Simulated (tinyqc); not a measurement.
Strain, valley repopulation and piezoresistance in a many-valley conduction band: one step, computed by the program tinyqc. Command: `OMP_NUM_THREADS=1 python tinyqc.py 3015655 3015656 out.jsonl valleys walk`. One thread of a shared host (Intel(R) Xeon(R) Processor @ 2.30GHz), about 0.02 s of CPU time with the checks.

Valleys are ellipsoids with mass m_l along the axis a and m_t across it, parabolic, with one constant relaxation time; strain shifts the valleys and leaves the masses alone. Currents are taken along [100], in the plane, and along [001], across the plane.

Task: Linear piezoresistance coefficients. Each of the 6 valleys holds n_v = N_v (2/sqrt(pi)) F_1/2((E_F - dE_v)/(k_B T)), N_v = 2 (m_d k_B T/(2 pi hbar^2))^(3/2), m_d = (m_l m_t^2)^(1/3); E_F solves sum n_v = n and is counted from the unstrained edge. F_j(eta) = int_0^infinity x^j/(1 + exp(x - eta)) dx, without a gamma-function factor. It is evaluated after integrating by parts. Integrals over x = E/(k_B T) use 160 Gauss-Legendre points in u = sqrt(x) from 0 to sqrt(max(eta, 0) + 32). With eta_0 the reduced Fermi level without strain, r = F_-1/2(eta_0)/(2 F_1/2(eta_0)) (1 for a classical gas) and c = r (Xi_u/k_B T) (m_l - m_t)/(2 m_l + m_t): pi11 = -(2/3) c (S11 - S12), pi12 = -pi11/2, pi44 = 0, with S11 - S12 = 1/(C11 - C12).

Inputs (values chosen for the exercise, modelled on silicon):

| quantity | value | unit |
|---|---|---|
| longitudinal mass m_l | 0.893 | m_0 |
| transverse mass m_t | 0.191 | m_0 |
| shear deformation potential Xi_u | 9.15 | eV |
| C11 | 165 | GPa |
| C12 | 64.6 | GPa |
| electron density n | 3.4e+17 | 1/cm^3 |
| temperature T | 300 | K |

Valley axes: <100> (6 valleys in 3 pairs). Load: biaxial in the (001) plane.

Constants: k_B = 8.617333262e-05 eV/K; m_0 = 9.1093837015e-31 kg; k_B = 1.380649e-23 J/K; hbar = 1.054571817e-34 J s.

Give: eta_0; degeneracy factor r; pi11; pi12; pi44.

Result:

eta_0 = -4.377

degeneracy factor r = 0.9956

pi11 = -83.08 1e-11/Pa

pi12 = 41.54 1e-11/Pa

pi44 = 0 1e-11/Pa

The gas is classical, so the coefficients follow 1/T.
